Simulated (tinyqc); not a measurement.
Thresholds of impact ionisation and Auger recombination from band masses: sweeps and comparisons. A value that a table varies takes the place of the one given here.

Parabolic bands, no phonon. At threshold the three slow carriers share one velocity. With M their total mass and m4 the mass of the fast carrier, the fast carrier has the kinetic energy E_T = G M/(M - m4) and the slow ones together E_a = G m4/(M - m4), the activation energy of the Auger rate. CCCH (fast electron): G = Eg, M = 2 me + mh, m4 = me. CHHS (hole into the split-off band): G = Eg - Dso, M = 2 mh + me, m4 = ms; this form holds for Eg > Dso (below, the process needs about Dso - Eg and is marked by a dash). CHHL (hole into the light band): G = Eg, M = 2 mh + me, m4 = ml. CHHH (fast heavy hole): G = Eg, M = 2 mh + me, m4 = mh.

Non-parabolic fast electron: E (1 + alpha E) = c k^2/me with alpha = (1 - me)^2/Eg; the slow carriers stay parabolic, so E_T = Eg + me E_T (1 + alpha E_T)/M, M = 2 me + mh (the root between Eg and 1.9 Eg).

Constants: kB = 8.617333262e-05 eV/K; hc = 1239.841984 eV nm.

Inputs chosen for the exercise (near those of InAs, gap at low temperature and not tied to T; shifted at random, so the results belong to these values and not to a real crystal): Eg = 0.422 eV (gap at Gamma to the s-like level); Dso = 0.391 eV (spin-orbit splitting); me = 0.0266 m0 (electron mass at Gamma); mh = 0.44 m0 (heavy-hole mass); ms = 0.14 m0 (split-off mass); ml = 0.0271 m0 (light-hole mass); T = 400 K (temperature).

## The gap of an alloy series

Eg is varied with me and ml proportional to it; mh, ms and Dso are kept. E_a of three processes; wavelength hc/Eg.

Results:
```
Eg (eV)  wavelength (micrometre)      me  CCCH (meV)  CCCH non-parabolic (meV)  CHHS (meV)  CHHL (meV)  log10 exp(-E_a/kT), non-parabolic
0.127                       9.76  0.0080         2.3                       4.7           -         1.2                              -0.06
0.211                       5.88  0.0133         6.2                      13.0           -         3.2                              -0.16
0.316                       3.92  0.0199        13.7                      29.4           -         7.3                              -0.37
0.422                       2.94  0.0266        24.1                      52.9         5.7        13.0                              -0.67
0.528                       2.35  0.0333        37.1                      83.7        24.8        20.4                              -1.05
0.675                       1.84  0.0425        59.5                     138.8        50.8        33.3                              -1.75
0.844                       1.47  0.0532        91.0                     221.0        80.0        52.0                              -2.78
```

What can be read from the table?

E_a of CCCH goes nearly as Eg^2 (power 1.95 over the table), as both G and me grow; the non-parabolic value goes with the power 2.04, and its Boltzmann factor spans 2.7 decades; rows with E_a far above kT are formal, since phonon-assisted processes and side valleys rule there. CHHS is resonant at Eg = Dso = 0.391 eV, with no activation, and is the easiest process near there; it has the lowest E_a of the parabolic values for Eg = 0.422 eV.

## The mass ratio

mu = me/mh is varied; thresholds in units of Eg for ionisation started by an electron, (1 + 2 mu)/(1 + mu), and by a heavy hole, (2 + mu)/(1 + mu).

Results:
```
mu     electron (Eg)  hole (Eg)  electron (eV)  hole (eV)
0.021         1.0206     1.9794          0.431      0.835
0.022         1.0215     1.9785          0.431      0.835
0.042         1.0403     1.9597          0.439      0.827
0.060         1.0566     1.9434          0.446      0.820
1.000         1.5000     1.5000          0.633      0.633
1.900         1.6552     1.3448          0.698      0.568
2.800         1.7368     1.2632          0.733      0.533
```

What does this show, and why?

The two thresholds add up to 3 Eg in every row and are equal, 3/2 Eg, at mu = 1. The lighter carrier has the lower threshold; in the first row the two differ by 0.405 eV, which would favour one carrier in avalanche multiplication. Real ionisation rates depend on the whole band structure and can be nearly equal although the edge masses differ.

## What each parameter does

Activation energies. Each row changes one parameter from the base and keeps the others.

Results:
```
case             CCCH (meV)  CCCH non-parabolic (meV)  CHHL (meV)
base                  24.06                     52.93       13.00
Eg = 0.4642 eV        26.46                     58.22       14.30
Dso = 0.3519 eV       24.06                     52.93       13.00
me = 0.0293 m0        26.35                     58.54       12.96
mh = 0.396 m0         26.56                     59.30       14.45
ms = 0.154 m0         24.06                     52.93       13.00
ml = 0.0298 m0        24.06                     52.93       14.34
```

What can be read from the table?

The largest shifts from the base row, up to three for each result and ties (the steps differ in size, so this ranks the rows, not the parameters). CCCH (meV): mh +2.50, Eg +2.41, me +2.29; unchanged at the printed digits by Dso, ms and ml. CCCH non-parabolic (meV): mh +6.37, me +5.61, Eg +5.29; unchanged at the printed digits by Dso, ms and ml. CHHL (meV): mh +1.45, ml +1.34, Eg +1.30; unchanged at the printed digits by Dso and ms.

tinyqc: `OMP_NUM_THREADS=1 python tinyqc.py 1851055 1851056 out.jsonl`; about 0.01 s, one thread, shared Intel(R) Xeon(R) Processor @ 2.30GHz.
